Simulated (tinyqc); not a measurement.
Worked calculation: static screening by free carriers. Values are carried at full precision from step to step, so a last printed digit may differ when a step is redone from the rounded ones.

kF = (3 pi^2 n/Mv)^(1/3), EF = c kF^2/m with c = hbar^2/2m0, n in 1/angstrom^3 (1e-24 per 1/cm^3), e2 = e^2/(4 pi eps0). Thomas-Fermi: qTF^2 = 6 pi e2 n/(eps EF). Debye: qD^2 = 4 pi e2 n/(eps kB T).

Constants: hbar^2/2m0 = 3.80998211 eV angstrom^2; e^2/(4 pi eps0) = 14.39964547 eV angstrom; kB = 8.617333262e-05 eV/K; a0 (Bohr radius) = 0.5291772105 angstrom; hbar = 6.58211957e-16 eV s.

Parameters, chosen for this exercise (near those of Ge; not measured data):

| symbol | value | unit | meaning |
|---|---|---|---|
| n | 4.4e+17 | 1/cm^3 | carrier density |
| m | 0.2216 | m0 | mass of one isotropic valley |
| Mv | 4 |  | valleys |
| eps | 15.7 |  | background dielectric constant |
| T | 200 | K |  |
| q | 0.0426 | 1/angstrom | wave vector |
| aD | 54.5 | angstrom | trial radius |
| NI | 4.4e+17 | 1/cm^3 | ionised impurities |

## Fermi and screening wave vectors

Also the effective Bohr radius aB = a0 eps/m and rs = (3/(4 pi n))^(1/3)/aB.

kF = 0.014823 1/angstrom
EF at 0 K = 3.778 meV
EF/kT = 0.219
qTF = 0.044873 1/angstrom
qD = 0.017154 1/angstrom
aB = 37.49 angstrom
rs = 2.18

The gas is not degenerate, so the Debye value applies.

## Screening at finite temperature

F_j(eta) = (1/Gamma(j + 1)) integral_0^infinity x^j dx/(1 + exp(x - eta)), which tends to exp(eta) for eta << 0.

At finite T: qs^2 = qD^2 F_-1/2(eta)/F_1/2(eta), where n = Mv N F_1/2(eta) and N = 2 (m kB T/(4 pi c))^(3/2) with c = hbar^2/2m0, in 1/angstrom^3; times 1e24 for 1/cm^3.

Solve for eta and form qs.

n/(Mv N) = 0.07720
eta = -2.534
qs = 0.01692 1/angstrom
screening length 1/qs = 59.09 angstrom

qs is 0.987 of the Debye value and 0.377 of the Thomas-Fermi value.

## Lindhard function at one q

Lindhard at zero temperature: eps(q)/eps = 1 + (qTF/q)^2 L(x), x = q/(2 kF), L(x) = 1/2 + ((1 - x^2)/(4x)) ln|(1 + x)/(1 - x)|.

Compare with Thomas-Fermi, 1 + (qTF/q)^2.

x = 1.4370
L(x) = 0.1816
eps(q)/eps, Lindhard = 1.201
eps(q)/eps, Thomas-Fermi = 2.110

The carriers respond with 18 % of their long-wave strength at this q, beyond 2 kF, where no pair of states on the Fermi surface is joined by q. The zero-temperature form is an exercise here: at the temperature of this gas EF is only 0.22 kT.

## A donor in the screened potential

Donor in the screened potential -(e2/eps) exp(-qs r)/r with the trial function exp(-r/a): E(a) = c/(m a^2) - (e2/eps) 4/(a (2 + qs a)^2), e2 = e^2/(4 pi eps0), c = hbar^2/2m0; isotropic mass.

Evaluate both terms at a = aD.

kinetic term = 5.788 meV
potential term = -7.882 meV
E(aD) = -2.094 meV
unscreened level -m Ry/eps^2 (Ry = 13.60569312 eV) = -12.232 meV

This trial radius gives a bound state.

## Ionised-impurity scattering at E = 3 kT

Brooks-Herring rate for an electron of energy E: 1/tau = NI (pi e2^2/(eps^2 hbar)) (sqrt(c/m)/E^(3/2)) Phi(b), with Phi = ln(1 + b) - b/(1 + b), b = (2k/qs)^2, k^2 = m E/c, NI in 1/angstrom^3.

e2 = e^2/(4 pi eps0), c = hbar^2/2m0; mobility estimate mu = tau/(m m0/e) with m0/e = 5.685630e-12 kg/C, times 1e4 for cm^2/(V s).

b = 41.99
Phi = 2.7843
1/tau = 1.73e+12 1/s
mu at this energy = 4.58e+03 cm^2/(V s)

b is well above 1, the regime that the Brooks-Herring formula is meant for; a true mobility averages tau over the distribution.

## Checks

- Scattering rate against the golden-rule integral over angles (1/s): both 1.735e+12.
- L(x) at x = 0.7 against the integral over the Fermi sphere: both 0.81595.

tinyqc: `OMP_NUM_THREADS=1 python tinyqc.py 1651664 1651665 out.jsonl`; about 0.01 s, one thread, shared Intel(R) Xeon(R) Processor @ 2.30GHz.
